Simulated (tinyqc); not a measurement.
Minority carriers and saturation current of a heavily doped emitter: approximations to the Fermi level.

n-type, parabolic bands, full ionisation. eta = (EF - Ec)/kB T solves N = Nc F12(eta), F12(x) = (2/sqrt(pi)) int_0^infinity sqrt(u)/(1 + exp(u - x)) du. The gap shrinks rigidly by dEg = a3 y^(1/3) + a4 y^(1/4) + a2 y^(1/2), y = N/1e18 cm^-3, an empirical law that is here taken as the true narrowing.

With u = N/Nc: Boltzmann ln u; Joyce-Dixon ln u + 0.353553 u - 4.95009e-3 u^2 + 1.48386e-4 u^3 - 4.42563e-6 u^4; degenerate limit (3 sqrt(pi) u/4)^(2/3). The Einstein ratio is D/(mu Vt) = F12/Fm, Fm(x) = dF12/dx = (1/sqrt(pi)) int_0^infinity u^(-1/2)/(1 + exp(u - x)) du.

Inputs (values chosen for the exercise): conduction-band density of states at 400 K Nc = 4.31e19 cm^-3.

Results:

| N (cm^-3) | N/Nc | eta | Boltzmann | Joyce-Dixon | degenerate | D/(mu Vt) |
|---|---|---|---|---|---|---|
| 2.1e18 | 0.04872 | -3.004 | -3.022 | -3.004 | 0.1613 | 1.017 |
| 4.7e18 | 0.1090 | -2.177 | -2.216 | -2.177 | 0.2760 | 1.038 |
| 1.1e19 | 0.2552 | -1.276 | -1.366 | -1.276 | 0.4864 | 1.090 |
| 2.4e19 | 0.5568 | -0.3901 | -0.5855 | -0.3901 | 0.8183 | 1.194 |
| 1.2e20 | 2.784 | 1.973 | 1.024 | 1.973 | 2.393 | 1.916 |
| 2.7e20 | 6.265 | 3.886 | 1.835 | 3.885 | 4.108 | 2.913 |
| 6.2e20 | 14.39 | 7.032 | 2.666 | 6.980 | 7.151 | 4.853 |
| 1.4e21 | 32.48 | 12.24 | 3.481 | 9.901 | 12.31 | 8.251 |

Estimate the missing row, N = 5.4e19 cm^-3.

Computed row:

| N (cm^-3) | N/Nc | eta | Boltzmann | Joyce-Dixon | degenerate | D/(mu Vt) |
|---|---|---|---|---|---|---|
| 5.4e19 | 1.253 | 0.6609 | 0.2255 | 0.6609 | 1.405 | 1.428 |

With this row back in the table: Boltzmann is within 0.1 of eta up to N/Nc = 0.26, Joyce-Dixon within 0.01 up to 6.3, and the degenerate limit is off by 0.068 in the last row. The Einstein ratio rises from 1.02 to 8.25: degenerate carriers diffuse faster for the same mobility.

Range of the model: Band tails, non-parabolic bands and incomplete ionisation are left out.

Numbers from tinyqc (`OMP_NUM_THREADS=1 python tinyqc.py 2330002 2330003 out.jsonl`; about 0.01 s on one thread of a shared Intel Xeon 2.30GHz).
